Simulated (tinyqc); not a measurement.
# Thin-film transistor with exponential tail and deep states, accumulation layer, step by step

Program tinyqc, `OMP_NUM_THREADS=1 python tinyqc.py 2610012 2610013 out.jsonl`; Intel Xeon 2.30GHz, shared host, one thread, about 0.02 s. Printed values are rounded.

An undoped film in accumulation, thicker than the space-charge layer. With band bending psi the Fermi level lies E0 - psi below the band edge. Free electrons n = n0 exp(psi/Vt) carry the current; electrons in two exponential distributions of traps, a = a0 exp(psi/Va) and d = d0 exp(psi/Vp), do not. Linear regime, ohmic contacts, traps in equilibrium.

Inputs (values chosen for the exercise); values close to those of an organic semiconductor: temperature T = 290 K; relative permittivity of the semiconductor eps_r = 3.2; density of extended states Nc = 1e20 cm^-3; band mobility mb = 3 cm^2/(V s); total density of tail states Nt = 1.1e20 cm^-3; characteristic temperature of the tail Tt = 490 K; total density of deep states Nd = 2.8e17 cm^-3; characteristic temperature of the deep states Td = 1250 K; bulk Fermi level below the band edge E0 = 0.64 eV; gate capacitance Ci = 100 nF/cm^2; ratio W/L WL = 20; drain voltage Vd = 0.1 V; gate voltage above flat band Vg = 3.6 V.

Constants: q = 1.602176634e-19 C, kB = 1.380649e-23 J/K, Vt = kB T/q, eps0 = 8.8541878128e-14 F/cm where lengths are in cm. Results are converted to the units shown.

Range of the model: The th form assumes a Fermi level far below the band edge; at the surface it overcounts the filled tail by a factor of about 1.2.

## Bulk densities

Va = kB Tt/q, Vp = kB Td/q; n0 = Nc exp(-E0/Vt), a0 = Nt th(T/Tt) exp(-E0/Va), d0 = Nd th(T/Td) exp(-E0/Vp), th(x) = pi x/sin(pi x).

Va = 0.04222493 V
Vp = 0.1077167 V
th(T/Tt) = 1.939473
n0 = 7.546245e8 cm^-3
a0 = 5.578390e13 cm^-3
d0 = 8.052811e14 cm^-3

## Iteration 1: surface potential by Newton steps

psi at the start = 0.39 V

Va = kB Tt/q, Vp = kB Td/q. G(psi) = sum over the three kinds of c0 [V (exp(psi/V) - 1) - psi], field F = sqrt(2 q G/(eps0 eps_r)); Vg = psi + eps0 eps_r F/Ci at the surface. f = psi + eps0 eps_r F/Ci - Vg, f' = 1 + q rho/(Ci F) with rho = sum c0 (exp(psi/V) - 1); psi(new) = psi - f/f'.

F = 175.0732 kV/cm
f = -2.713958 V
f' = 6.547871
psi after iteration 1 = 0.8044794 V

## Iteration 2: surface potential by Newton steps

As before.

F = 50409.42 kV/cm
f = 140.0315 V
f' = 2628.562
psi after iteration 2 = 0.7512064 V

The value that enters this step is an overshoot, farther from the solution than the start was, so its intermediate quantities are not physical.

## Course of the iteration: surface potential by Newton steps

Stop when psi changes by less than 1e-10 V, or after 30 iterations. psi must stay between 0 and 5 V.

Course of the iteration:

| iteration | psi (V) | \|change\| (V) |
|---|---|---|
| 1 | 0.8044794 | 0.414 |
| 2 | 0.7512064 | 0.0533 |
| 3 | 0.6954157 | 0.0558 |
| 4 | 0.6380564 | 0.0574 |
| 5 | 0.5865464 | 0.0515 |
| 6 | 0.5547496 | 0.0318 |
| 7 | 0.5459042 | 8.85e-3 |
| 8 | 0.5453700 | 5.34e-4 |
| 9 | 0.5453682 | 1.80e-6 |
| 10 | 0.5453682 | 2.03e-11 |

Converged in 10 iterations. At the end the number of correct digits about doubles with each step.

## Free and total charge, current

psi_s = 0.5453682 V

Va = kB Tt/q, Vp = kB Td/q. G(psi) = sum over the three kinds of c0 [V (exp(psi/V) - 1) - psi], field F = sqrt(2 q G/(eps0 eps_r)); Vg = psi + eps0 eps_r F/Ci at the surface. Total charge Q = Ci (Vg - psi_s); free charge Qf = q times the integral of n0 (exp(psi/Vt) - 1)/F over psi from 0 to psi_s; I = (W/L) mb Qf Vd; effective mobility mb Qf/Q.

surface densities (cm^-3): free 2.266920e18, tail 2.268627e19, deep 1.272844e17
Q = 305.4632 nC/cm^2
Qf = 12.00751 nC/cm^2
effective mobility = 0.1179276 cm^2/(V s)
I = 72.04508 nA

3.93 % of the induced charge is free, against 9.04 % of the electrons right at the surface.
